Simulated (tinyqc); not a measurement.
Worked calculation: empirical pseudopotential in a few plane waves. Computed by tinyqc, a small Python program that keeps every step. Settings: plane-wave index or count = 15. Command: `OMP_NUM_THREADS=1 python tinyqc.py 22220 22221 out.jsonl` (the two numbers bound the seeds that draw the settings). One thread of a shared host (Intel(R) Xeon(R) Processor @ 2.60GHz), about 0.2 s of CPU time with the checks.

## Bloch Hamiltonian at k

Parameters chosen for this model: fcc lattice, atoms at +/- a/8 (1,1,1); form factors in rydberg at |G|^2 in units of (2 pi/a)^2:
```
parameter,value,unit
a,5.530000,angstrom
VS(3),-0.192000,Ry
VS(8),-0.002000,Ry
VS(11),0.065000,Ry
VA(3),0,Ry
VA(4),0,Ry
VA(11),0,Ry
hbar^2/2m (2 pi/a)^2,4.918497,eV
```

k point k (2 pi / a): -0.500000  -0.250000  0.210000

Basis: the 15 shortest G (labels in 2 pi/a), the same at every k. H(G,G') = c |k + G|^2 delta + VS(|G-G'|^2) cos((G-G').tau) + i VA sin((G-G').tau), tau = a/8 (1,1,1); 1 Ry = 13.605693 eV.

H(k) at k (eV):
```
,+0+0+0,-1-1-1,-1-1+1,-1+1-1,-1+1+1,+1-1-1,+1-1+1,+1+1-1,+1+1+1,-2+0+0,+0-2+0,+0+0-2,+0+0+2,+0+2+0,+2+0+0
+0+0+0,1.753936,1.847170,-1.847170,-1.847170,-1.847170,-1.847170,-1.847170,-1.847170,1.847170,0.000000,0.000000,0.000000,0.000000,0.000000,0.000000
-1-1-1,1.847170,21.821403,0.000000,0.000000,0.027211,0.000000,0.027211,0.027211,0.000000,-1.847170,-1.847170,-1.847170,-0.625344,-0.625344,-0.625344
-1-1+1,-1.847170,0.000000,25.952941,-0.027211,0.000000,-0.027211,0.000000,0.000000,0.027211,-1.847170,-1.847170,0.625344,1.847170,-0.625344,-0.625344
-1+1-1,-1.847170,0.000000,-0.027211,16.902906,0.000000,-0.027211,0.000000,0.000000,0.027211,-1.847170,0.625344,-1.847170,-0.625344,1.847170,-0.625344
-1+1+1,-1.847170,0.027211,0.000000,0.000000,21.034444,0.000000,-0.027211,-0.027211,0.000000,1.847170,-0.625344,-0.625344,-1.847170,-1.847170,0.625344
+1-1-1,-1.847170,0.000000,-0.027211,-0.027211,0.000000,11.984409,0.000000,0.000000,0.027211,0.625344,-1.847170,-1.847170,-0.625344,-0.625344,1.847170
+1-1+1,-1.847170,0.027211,0.000000,0.000000,-0.027211,0.000000,16.115947,-0.027211,0.000000,-0.625344,1.847170,-0.625344,-1.847170,0.625344,-1.847170
+1+1-1,-1.847170,0.027211,0.000000,0.000000,-0.027211,0.000000,-0.027211,7.065913,0.000000,-0.625344,-0.625344,1.847170,0.625344,-1.847170,-1.847170
+1+1+1,1.847170,0.000000,0.027211,0.027211,0.000000,0.027211,0.000000,0.000000,11.197450,-0.625344,-0.625344,-0.625344,-1.847170,-1.847170,-1.847170
-2+0+0,0.000000,-1.847170,-1.847170,-1.847170,1.847170,0.625344,-0.625344,-0.625344,-0.625344,31.264917,-0.027211,-0.027211,0.027211,0.027211,0.000000
+0-2+0,0.000000,-1.847170,-1.847170,0.625344,-0.625344,-1.847170,1.847170,-0.625344,-0.625344,-0.027211,26.346420,-0.027211,0.027211,0.000000,0.027211
+0+0-2,0.000000,-1.847170,0.625344,-1.847170,-0.625344,-1.847170,-0.625344,1.847170,-0.625344,-0.027211,-0.027211,17.296386,0.000000,0.027211,0.027211
+0+0+2,0.000000,-0.625344,1.847170,-0.625344,-1.847170,-0.625344,-1.847170,0.625344,-1.847170,0.027211,0.027211,0.000000,25.559461,-0.027211,-0.027211
+0+2+0,0.000000,-0.625344,-0.625344,1.847170,-1.847170,-0.625344,0.625344,-1.847170,-1.847170,0.027211,0.000000,0.027211,-0.027211,16.509427,-0.027211
+2+0+0,0.000000,-0.625344,-0.625344,-0.625344,0.625344,1.847170,-1.847170,-1.847170,-1.847170,0.000000,0.027211,0.027211,-0.027211,-0.027211,11.590930
```

## Levels at k

Diagonalise the Hermitian matrix.

eigenvalues (eV): -0.170261  5.717252  9.427098  10.175312  13.205554  15.271405  16.317107  16.798632  19.698544  20.823454  21.641052  24.348895  27.529571  28.832703  32.780573

## Bands along a path

The same steps at evenly spaced points between the labelled ones.

Bands along the path (eV), lowest eight:
```
k,band 1,band 2,band 3,band 4,band 5,band 6,band 7,band 8
L,0.836791,3.758704,10.637887,10.637887,11.733384,15.563120,15.563120,17.180707
L-G 0.25,0.044116,4.900616,10.686702,10.686702,11.876850,15.586359,15.586359,17.481106
L-G 0.50,-0.868508,6.967477,10.984194,10.984194,12.359984,15.704895,15.704895,17.294461
L-G 0.75,-1.466095,9.435137,11.437902,11.437902,13.058756,15.134863,15.218271,15.218271
G,-1.670114,11.711600,11.711600,11.711600,12.231199,14.782702,14.782702,14.782702
G-X 0.25,-1.397355,9.430795,10.932861,10.932861,13.426501,14.415613,15.960169,15.960169
G-X 0.50,-0.586225,7.059079,9.863244,9.863244,12.146340,13.969216,18.181507,18.181507
G-X 0.75,0.739198,4.830216,9.191309,9.191309,11.523928,12.277248,20.705292,20.705292
X,2.529792,2.819396,9.046341,9.046341,11.369803,11.643044,23.474466,23.474466
```

With 4 band(s) filled, the highest filled level on these points lies at G and the lowest empty one at X: the bands touch or overlap, so there is no gap. This holds for the small fixed basis; with all plane waves up to |k + G|^2 = 21 (2 pi/a)^2 the gap along the path is -0.23 eV.

## Convergence with the number of plane waves

Levels at G counted from the fourth one.

Levels (eV):
```
plane waves,level 1,level 5,level 8
9,-16.452816,0,0
15,-13.381714,0.519599,3.071102
27,-12.888204,1.020113,3.026901
51,-12.880888,1.162921,3.172759
59,-12.893077,1.183496,3.065220
65,-12.902303,1.183496,3.042632
89,-12.887791,1.180066,3.053963
```
